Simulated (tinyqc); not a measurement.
## Polarisation charge from two barrier thicknesses

Question. Voff = phiB - dEc - q sigma d/(eps0 eb). Find sigma, phiB - dEc and the thickness at which Voff = 0.

Constants: q = 1.602176634e-19 C, eps0 = 8.8541878128e-14 F/cm where lengths are in cm. Results are converted to the units shown.

Voff at d = 16 and 39 nm (V): [-2.9732828, -8.3071018]
eb = 9.495

Solution. Voff is a straight line in d: its slope is -q sigma/(eps0 eb) and its intercept phiB - dEc.

sigma = 1.22e13 cm^-2
phiB - dEc = 0.737 V
thickness for Voff = 0 = 3.18 nm

tinyqc, about 0.01 s, one thread, Intel Xeon 2.30GHz (shared host): `OMP_NUM_THREADS=1 python tinyqc.py 2180078 2180079 out.jsonl`
